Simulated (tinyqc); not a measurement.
## Material parameters from the melting point of the curve

Inverse problem. In a hemispherical model of a phase-change cell the resistance is rho/(2 pi r0), and melting starts where I^2 rho b^2/(32 pi^2 ka r0^2) = Tm - T0. Find rho and ka.

Parameters, values chosen for the exercise:

| symbol | value | unit | meaning |
|---|---|---|---|
| T0 | 300 | K | ambient temperature |
| Tm | 880 | K | melting point |
| r0 | 25 | nm | radius of the heater contact |

resistance = 0.27374650 kohm
melting current = 731.12264 uA
b = 1.6247717

Solution. The resistance gives rho, and the melting current then gives ka.

rho = 4.30 mohm cm
ka = 0.530 W/(m K)

Program tinyqc, `OMP_NUM_THREADS=1 python tinyqc.py 2490041 2490042 out.jsonl`; Intel Xeon 2.30GHz, shared host, one thread, about 0.01 s.
